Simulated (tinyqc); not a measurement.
Vibrations of a mass or spring defect in a linear chain. From weight of the highest mode on the defect back to defect mass M'. Computed by tinyqc, a small Python program. Command: `OMP_NUM_THREADS=1 python tinyqc.py 3020017 3020018 out.jsonl localmode inv`. One thread of a shared host (Intel(R) Xeon(R) Processor @ 2.30GHz), about 0.08 s of CPU time with the checks.

A ring of N atoms with nearest-neighbour springs k and motion along the chain. Atom 1 is the defect, of mass M', and its two springs are k'. All other atoms have the mass M.

Inputs (values chosen for the exercise, for a model chain): spring constant k = 6.05 eV/angstrom^2; host mass M = 110 u; spring ratio k'/k at the defect = 1.8.

Host: monatomic.

Constants: nu for 1 eV/(angstrom^2 u) = 15.6333042 THz.

Method:
- Host band: lambda from 0 to 4k/M.
- nu = 15.6333042 THz x sqrt(lambda), lambda in eV/(angstrom^2 u).
- D_ii = (sum of the two springs at i)/M_i, D_ij = -k_ij/sqrt(M_i M_j) for neighbours, closed into a ring.
- The same matrix for 120 atoms; amplitudes are the mass-weighted eigenvector, in size, relative to the defect, for the highest mode; its weight is the squared component of the normalised eigenvector on the defect.

Task: A run gave the result below. Find the defect mass M', known to lie between 170 and 640 u.

weight of the highest mode on the defect = 0.1265102

Result:

Each step takes the trial c = (a f_b - b f_a)/(f_b - f_a), f being the result less the target and a, b, c the logarithms of the listed values; c replaces end b, the old b replaces a if the sign of f changed, and otherwise f_a is halved.

Scan of the range:

| defect mass M' (u) | weight of the highest mode on the defect |
|---|---|
| 170 | 0.352769 |
| 212 | 0.264047 |
| 264 | 0.186012 |
| 330 | 0.121690 |
| 411 | 0.074539 |
| 513 | 0.041563 |
| 640 | 0.020255 |

False position (Illinois rule, in the logarithm of the input) inside the bracket:

| step | end a | end b | trial | weight of the highest mode on the defect |
|---|---|---|---|---|
| 1 | 264.000 | 330.000 | 324.528 | 0.125933 |
| 2 | 264.000 | 324.528 | 323.256 | 0.126943 |
| 3 | 324.528 | 323.256 | 323.801 | 0.126510 |
| 4 | 323.256 | 323.801 | 323.800 | 0.126510 |
| 5 | 323.256 | 323.800 | 323.800 | 0.126510 |
| 6 | 323.800 | 323.800 | 323.800 | 0.126510 |

Weight of the highest mode on the defect falls at every point of a 13-point scan of the range (every second point is shown), so one value fits; it is bracketed by 264 and 330. Answer: defect mass M' = 323.8 u.
